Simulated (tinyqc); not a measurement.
From results back to parameters: shallow acceptor in the spherical four-band model. Three cases, with inputs chosen for the exercise.

Problem. The binding energy of the ground state was computed from a hidden mu.

The ground state 1S3/2 has an L = 0 part f(r) and an L = 2 part g(r). In units of Ry* and a*, with Gaussians f_i = exp(-a_i r^2), g_i = r^2 exp(-a_i r^2), A = a_i + a_j and I(n) = Gamma((n + 1)/2)/(2 A^((n + 1)/2)): S_ff = I(2), S_gg = I(6), H_ff = (6 a_i a_j/A) I(2) - 2 I(1), H_gg = (14 a_i a_j/A) I(6) - 2 I(5), H_fg = -mu [15 I(2) - 20 a_j I(4) + 4 a_j^2 I(6)]; each function is then normalised. The split-off band is left out.

Converged values use 22 exponents 2.2^i, i = -7 to 14, for f and for g.

Find: binding in Ry*; mu; heavy/light mass ratio (1 + mu)/(1 - mu).

Method. The binding in Ry* rises steadily with mu, so bisection finds one value.

Case 1.

Ry* = 27.425 meV
binding energy = 33.864 meV

Solution.

binding in Ry* = 1.235
mu = 0.456
heavy/light mass ratio (1 + mu)/(1 - mu) = 2.7

Case 2.

Ry* = 4.135 meV
binding energy = 9.987 meV

Solution.

binding in Ry* = 2.415
mu = 0.784
heavy/light mass ratio (1 + mu)/(1 - mu) = 8.2

Case 3.

Ry* = 24.178 meV
binding energy = 29.965 meV

Solution.

binding in Ry* = 1.239
mu = 0.459
heavy/light mass ratio (1 + mu)/(1 - mu) = 2.7

Computed by tinyqc, one run a case: `OMP_NUM_THREADS=1 python tinyqc.py N N+1 out.jsonl` with N = 1250194, 1250252, 1250265; one thread of a shared Intel(R) Xeon(R) Processor @ 2.30GHz, about 0.05 s a run at most.
